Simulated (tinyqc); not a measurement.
Floating body of a partially depleted SOI transistor: body voltage and kink: one step of the calculation.

Source at 0 V. Channel current Ic = 2 nf K Vt^2 [F(0) - F(Vd)](1 + la Vd), F(V) = ln^2(1 + exp((Vg - VT - nf V)/(2 nf Vt))), VT = VT0 - gb Vb. Saturation voltage Vs = 2 Vt sqrt(F(0)) + 3 Vt, excess Ve = (Vd - Vs + sqrt((Vd - Vs)^2 + 0.0004 V^2))/2, multiplication M1 = Ai Ve exp(-Bl/Ve). Each junction passes D(v) = J1 (exp(v/Vt) - 1) + J2 (exp(v/(2 Vt)) - 1). Bipolar current Ib = bb J1 (exp(Vb/Vt) - 1). The body settles where M1 (Ic + Ib) = D(Vb) + D(Vb - Vd) + Vb/Rb; drain current Id = (1 + M1)(Ic + Ib) - D(Vb - Vd).

Task. Drain current with floating and with grounded body. Id and VT at the converged Vb, Id at Vb = 0, their ratio, and the bipolar share Ib/(Ic + Ib).

Values chosen for this exercise; values of the order met in partially depleted silicon-on-insulator transistors: temperature T = 300 K; threshold at zero body voltage VT0 = 0.48 V; fall of the threshold per volt of body voltage gb = 0.15; slope factor nf = 1.15; gain factor per width K = 450 uA/(V^2 um); channel-length modulation factor la = 0.08 1/V; impact-ionisation prefactor Ai = 3.71 1/V; impact-ionisation voltage Bl = 6.9 V; diffusion saturation current of each junction J1 = 3.1e-12 uA/um; recombination saturation current of each junction J2 = 4.3e-8 uA/um; gain of the lateral bipolar transistor on the diffusion current bb = 1; resistance of a weak body tie to the source (1e9 stands for no tie, and the term is then dropped) Rb = 1000 kohm um; gate voltage Vg = 0.69 V; drain voltage Vd = 1.8 V.

Constants: q = 1.602176634e-19 C, kB = 1.380649e-23 J/K, Vt = kB T/q. Results are converted to the units shown.

converged Vb = 0.65757771 V

Find: VT; Id, floating; Id, grounded; ratio; bipolar share.

Result.

VT = 0.38136 V
Id, floating = 22.729 uA/um
Id, grounded = 10.678 uA/um
ratio = 2.1286
bipolar share = 1.5903 %

The body rises to 0.658 V and lowers the threshold by 98.6 mV.

Range of the model: The multiplication law is an empirical form chosen for the exercise; self-heating and capacitive coupling to the body are left out, and the linear laws are rough once Vb passes about 0.7 V or M1 about 0.1.

Program tinyqc, `OMP_NUM_THREADS=1 python tinyqc.py 2182211 2182212 out.jsonl`; Intel Xeon 2.30GHz, shared host, one thread, about 0.2 s.
